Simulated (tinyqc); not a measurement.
Printed widths: electron-beam lithography: double-Gaussian proximity function, edge placement and dose correction for parallel lines. Computed by tinyqc, a small Python program. Command: `OMP_NUM_THREADS=1 python tinyqc.py 3111373 3111374 out.jsonl proximity walk`. One thread of a shared host (Intel(R) Xeon(R) Processor @ 2.30GHz), about 0.01 s of CPU time with the checks.

Lines are infinitely long. Absorbed energy is counted so that the middle of a very large area written at dose 1 receives 1; the resist develops where it exceeds 1/2.

Inputs (values chosen for the exercise, of the order of those for 100 keV electrons in resist on silicon): forward range alpha = 0.023 micrometre; backscatter range beta = 30 micrometre; backscatter ratio eta = 0.62.

line widths (micrometre): 0.096  0.036  0.071  7.2

gaps between the lines (micrometre): 12  0.054  0.087

Method:
- The first line starts at x = 0; each next one starts after the width and the gap.
- f(r) = [exp(-r^2/alpha^2)/alpha^2 + eta exp(-r^2/beta^2)/beta^2]/(pi (1 + eta)). A line from a to b at dose d gives E(x) = d [S(alpha) + eta S(beta)]/(1 + eta), S(s) = [erf((b - x)/s) - erf((a - x)/s)]/2.
- M_ij is the mean of E at the two edges of line i from line j at dose 1.
- Uncorrected edge energies are M 1. Solve M d = 1/2 for the doses d that put the mean edge energy of every line at the threshold.
- Edges are the roots of E(x) = 1/2 between a line centre and the middle of the next gap. Three cases: dose 1 everywhere; one common dose equal to the mean of d; the corrected doses.

Lines (micrometre):
```
line  left edge  right edge       centre
1         0.000       0.096  4.80000e-02
2        12.096      12.132  1.21140e+01
3        12.186      12.257  1.22215e+01
4        12.344      19.544  1.59440e+01
```

corrected doses: 1 1.43845, 2 1.42351, 3 1.38508, 4 1.38589

Width error, printed less drawn (nm):
```
line  drawn width (nm)   dose 1  mean dose  corrected
1                   96  -21.385   -0.79440   1.00e-06
2                   36  -30.828   -0.35643   4.40e-05
3                   71  -19.500    0.77740   3.50e-05
4                 7200  -19.499    0.75258          0
```

What does the comparison show, and why?

With the common mean dose the errors span 1.6 nm. With corrected doses the largest error is below 0.01 nm.

Extremes, crossings and ranges named in words are read from the listed rows.
